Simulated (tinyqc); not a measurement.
Worked calculation: lattice vibrations of a chain. Computed by tinyqc, a small Python program that keeps every step. Command: `OMP_NUM_THREADS=1 python tinyqc.py 31933 31934 out.jsonl` (the two numbers bound the seeds that draw the settings). One thread of a shared host (Intel(R) Xeon(R) Processor @ 2.60GHz), about 0.01 s of CPU time with the checks.

## Dynamical matrix at q = 0.26

A chain moving along its axis:
```
atom,mass (u),spring to the next atom (eV/angstrom^2)
1,27.70000,17.40000
2,103.00000,8.30000
3,97.90000,20.50000
```

q is in units of 2 pi/a. A spring k from atom i to atom j, n cells on, adds k to Phi_ii and Phi_jj, -k exp(2 pi i q n) to Phi_ij and the conjugate to Phi_ji (for one atom a cell: 2k (1 - cos 2 pi q n)); D_ij = Phi_ij / sqrt(m_i m_j).

D(q) (eV/(angstrom^2 u)), lower triangle (Hermitian):
```
,1,2,3
1,1.36823
2,-0.32575,0.24951
3,0.02472-0.39288i,-0.08265,0.29418
```

## Frequencies

omega^2 are the eigenvalues; wavenumber = 521.4708 sqrt(eigenvalue) 1/cm.

eigenvalues: 0.04923  0.29125  1.57144

wavenumbers (1/cm): 115.7  281.4  653.7

weights |e|^2 of the mass-weighted modes:
```
,mode 1,mode 2,mode 3
atom 1,0.11462,0.02244,0.86293
atom 2,0.45634,0.48999,0.05367
atom 3,0.42904,0.48757,0.08340
```

## Dispersion and heat capacity

C/k_B per atom = mean over q = (j + 1/2)/80, j = 0..39 and all branches of y^2 e^y/(e^y - 1)^2, y = hc wavenumber / k_B T.

Wavenumbers (1/cm):
```
q,branch 1,branch 2,branch 3
0.00000,0.00000,309.49134,651.25104
0.06250,28.40865,307.80696,651.42968
0.12500,56.60276,302.80153,651.93571
0.18750,84.36111,294.61403,652.68567
0.25000,111.44469,283.46632,653.55928
0.31250,137.56955,269.66677,654.42132
0.37500,162.31108,253.68318,655.14332
0.43750,184.56784,236.66043,655.62136
0.50000,197.29148,225.67776,655.78840
```

Heat capacity:
```
T (K),C/k_B per atom
20,0.06750
50,0.17720
100,0.37047
200,0.62256
300,0.76773
600,0.92488
1200,0.97977
```

zero-point energy per atom = 21.46717 meV
